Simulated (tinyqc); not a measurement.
Modulation-doped quantum well, Poisson-Schroedinger loop with local exchange and correlation: one step of the calculation.

A well of width L centred at z = 0 between barriers Vb; effective-mass electrons, parabolic bands. The electrons come from donor sheets outside the mesh, a share fL of Ns on the left and the rest on the right, so the structure is neutral. Energies are counted from the band edge of the well, with U = 0 on the first node in the Hartree part.

Problem. Levels and probability densities. Tridiagonal Hamiltonian with psi = 0 one step beyond both ends: H_ii = C (1/m_(i-1/2) + 1/m_(i+1/2))/hz^2 + V0_i + U_i, H_(i,i+1) = -C/(m_(i+1/2) hz^2), C = hbar^2/(2 m0). The lowest 2 level(s) are kept, normalised to hz sum |psi|^2 = 1.

Values chosen for this exercise: mesh step hz = 0.58 nm.

Constants: q = 1.602176634e-19 C, hbar = 1.054571817e-34 J s, m0 = 9.1093837015e-31 kg, hbar^2/(2 m0) = 0.0380998212 eV nm^2. Results are converted to the units shown.

fixed potential V0, node 1 to 21 (eV): [0.24800000, 0.24800000, 0.24800000, 0.24800000, 0.24800000, 0.00000000, 0.00000000, 0.00000000, 0.00000000, 0.00000000, 0.00000000, 0.00000000, 0.00000000, 0.00000000, 0.00000000, 0.00000000, 0.24800000, 0.24800000, 0.24800000, 0.24800000, 0.24800000]
self-consistent potential U at the start, node 1 to 21 (eV): [0, 0, 0, 0, 0, 0, 0, 0, 0, 0, 0, 0, 0, 0, 0, 0, 0, 0, 0, 0, 0]
mass on the intervals 1/2, 3/2, ... (mean of both at an interface) (m0): [0.091, 0.091, 0.091, 0.091, 0.091, 0.07975, 0.0685, 0.0685, 0.0685, 0.0685, 0.0685, 0.0685, 0.0685, 0.0685, 0.0685, 0.0685, 0.07975, 0.091, 0.091, 0.091, 0.091, 0.091]

Find: levels; |psi|^2 of E1; |psi|^2 of E2.

Solution.

levels (eV): E1 0.0562, E2 0.2167
|psi|^2 of E1, node 1 to 21 (1/nm): [0.0005, 0.0022, 0.0064, 0.0156, 0.0358, 0.0735, 0.1104, 0.1460, 0.1756, 0.1950, 0.2018, 0.1950, 0.1756, 0.1460, 0.1104, 0.0735, 0.0358, 0.0156, 0.0064, 0.0022, 0.0005]
|psi|^2 of E2, node 1 to 21 (1/nm): [0.0039, 0.0159, 0.0373, 0.0702, 0.1180, 0.1764, 0.1854, 0.1480, 0.0832, 0.0238, 0.0000, 0.0238, 0.0832, 0.1480, 0.1854, 0.1764, 0.1180, 0.0702, 0.0373, 0.0159, 0.0039]

Computed by the program tinyqc: `OMP_NUM_THREADS=1 python tinyqc.py 2140143 2140144 out.jsonl`, one thread of a shared Intel Xeon 2.30GHz, about 0.1 s for the whole run.
